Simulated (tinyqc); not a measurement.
Coherent transport through a tight-binding region between two chains, step by step. One step of it, computed by the program tinyqc.

Question. Transmission at E = 0.58 eV. Surface Green function g = (E - i sqrt(4 t^2 - E^2)) / (2 t^2); self-energy tc^2 g on each contact site; G = (E - H - Sigma)^(-1); Gamma = -2 Im Sigma; T = Gamma_L Gamma_R |G_LR|^2; local density of states -Im G_ii / pi.

H of the central region (eV):
```
[[0.000000, -2.070000, 0.000000, 0.000000, 0.000000],
 [-2.070000, 0.000000, -2.070000, 0.000000, 0.000000],
 [0.000000, -2.070000, 0.000000, -1.060000, 0.000000],
 [0.000000, 0.000000, -1.060000, 0.000000, -1.410000],
 [0.000000, 0.000000, 0.000000, -1.410000, 0.000000]]
```

Leads: semi-infinite chains with site energy 0:
```
parameter                           value
lead hopping t (eV)              2.710000
coupling to the left lead (eV)   1.290000
coupling to the right lead (eV)  1.110000
left contact site                       1
right contact site                      5
```

E = 0.580000 eV

Give: g; G; local density of states; transmission.

Answer.

g = 0.0395-0.3669i 1/eV

G (1/eV):
```
[[0.4457-0.3169i, 0.2789-0.0527i, -0.5239+0.3317i, -0.2580-0.0785i, 0.4999-0.2170i],
 [0.2789-0.0527i, -0.0848-0.0692i, 0.2280+0.0721i, 0.0409+0.0956i, -0.1882-0.0935i],
 [-0.5239+0.3317i, 0.2280+0.0721i, 0.4600-0.3519i, 0.2465+0.0517i, -0.4472+0.2432i],
 [-0.2580-0.0785i, 0.0409+0.0956i, 0.2465+0.0517i, -0.2148-0.2150i, 0.6123+0.0496i],
 [0.4999-0.2170i, -0.1882-0.0935i, -0.4472+0.2432i, 0.6123+0.0496i, 0.0843-0.2033i]]
```

local density of states (1/eV): [0.1009, 0.0220, 0.1120, 0.0684, 0.0647]

transmission = 0.3279
